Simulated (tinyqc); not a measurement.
# Worked calculation: MOSFET in the linear regime without short-channel effects, parameter extraction from computed curves

tinyqc, about 0.02 s, one thread, Intel Xeon 2.30GHz (shared host): `OMP_NUM_THREADS=1 python tinyqc.py 2210091 2210092 out.jsonl` Printed values are rounded.

Inversion charge Q = Cox n Vt W0(exp((Vg - VT)/(n Vt))), W0 the Lambert function and n = nf; u = Q/Cox; mobility mu = mu0/(1 + th1 u + th2 u^2); channel resistance Rch = (L - dL)/(W mu Q); Id = Vd/(Rch + Rsd/W). Cox = eps0 eox/tox. Small Vd, no channel-length or drain effects.

Parameters, values chosen for the exercise; channel values of the order met in silicon transistors:
- T = 300 K (temperature)
- eox = 3.9 (relative permittivity of the gate insulator (close to silicon dioxide))
- tox = 5.5 nm (insulator thickness)
- mu0 = 200 cm^2/(V s) (low-field mobility)
- th1 = 0.17 1/V (first mobility attenuation factor)
- th2 = 0 1/V^2 (second mobility attenuation factor)
- VT = 0.65 V (threshold voltage)
- nf = 1.41 (body factor)
- W = 10 um (gate width)
- L = 0.65 um (drawn gate length)
- dL = 0.016 um (drawn less effective length)
- Rsd = 120 ohm um (source plus drain resistance)
- Vd = 0.05 V (drain voltage)

Constants: q = 1.602176634e-19 C, kB = 1.380649e-23 J/K, Vt = kB T/q, eps0 = 8.8541878128e-14 F/cm where lengths are in cm. Results are converted to the units shown.

## Transfer curve

| point | Vg (V) |
|---|---|
| 0 | 0.49 |
| 1 | 0.57 |
| 2 | 0.65 |
| 3 | 0.73 |
| 4 | 0.81 |
| 5 | 0.89 |
| 6 | 0.97 |
| 7 | 1.05 |
| 8 | 1.13 |
| 9 | 1.21 |

u, mu, Rch and Id as defined.

| point | u (V) | mu (cm^2/(V s)) | Rch (ohm) | Id (uA) |
|---|---|---|---|---|
| 0 | 4.46777e-4 | 199.985 | 1.13019e6 | 0.0442400 |
| 1 | 0.00367132 | 199.875 | 1.37612e5 | 0.363308 |
| 2 | 0.0206731 | 199.300 | 24509.0 | 2.03907 |
| 3 | 0.0611449 | 197.942 | 8343.33 | 5.98420 |
| 4 | 0.117374 | 196.087 | 4387.49 | 11.3649 |
| 5 | 0.181488 | 194.014 | 2867.86 | 17.3620 |
| 6 | 0.249837 | 191.852 | 2106.76 | 23.5987 |
| 7 | 0.320732 | 189.659 | 1660.06 | 29.9033 |
| 8 | 0.393297 | 187.466 | 1369.60 | 36.1898 |
| 9 | 0.467034 | 185.289 | 1166.92 | 42.4117 |

## Threshold and mobility at the peak transconductance

gm_i = (Id_(i+1) - Id_(i-1))/(Vg_(i+1) - Vg_(i-1)); at the point j of largest gm the tangent meets the axis at V_ext = Vg_j - Id_j/gm_j; field-effect mobility gm_j L/(W Cox Vd) with the drawn L.

| point | gm (uS) |
|---|---|
| 1 | 12.4677 |
| 2 | 35.1306 |
| 3 | 58.2868 |
| 4 | 71.1110 |
| 5 | 76.4607 |
| 6 | 78.3832 |
| 7 | 78.6946 |
| 8 | 78.1776 |

j = 7
V_ext = 0.670008 V
field-effect mobility = 162.944 cm^2/(V s)

V_ext is 20 mV above the model VT, and the mobility so found is 21 % below mu0 L/(L - dL) = 205 cm^2/(V s), the value for the drawn L; attenuation, series resistance and the slow approach of Q to a straight line all lower the peak gm.

## The Y function

Y_i = Id_i/sqrt(gm_i). For Id = beta Vd x/(1 + th x), x = Vg - VT, Y = sqrt(beta Vd) x whatever th. Slope s from points 5 and 8; VT_Y = Vg - Y/s at point 8; beta = s^2/Vd; mobility beta L/(W Cox) with the drawn L; th* = (beta Vd x/Id - 1)/x at point 8.

| point | Y (uA^0.5 V^0.5) |
|---|---|
| 1 | 0.102892 |
| 2 | 0.344024 |
| 3 | 0.783829 |
| 4 | 1.34772 |
| 5 | 1.98554 |
| 6 | 2.66548 |
| 7 | 3.37090 |
| 8 | 4.09303 |

s = 8.78119 uA^0.5 V^-0.5
VT_Y = 0.663887 V
beta = 1542.19 uA/V^2
mobility from Y = 159.661 cm^2/(V s)
th* = -0.0147083 1/V

The mobility from Y is 22 % below mu0 L/(L - dL) = 205 cm^2/(V s), which it should reach in deep inversion when th2 = 0. th* compares with th1 + mu0 Cox Rsd/(L - dL) = 0.194 1/V, since series resistance enters like th1. The match is poor here: at these overdrives Q is not yet a straight line in Vg.
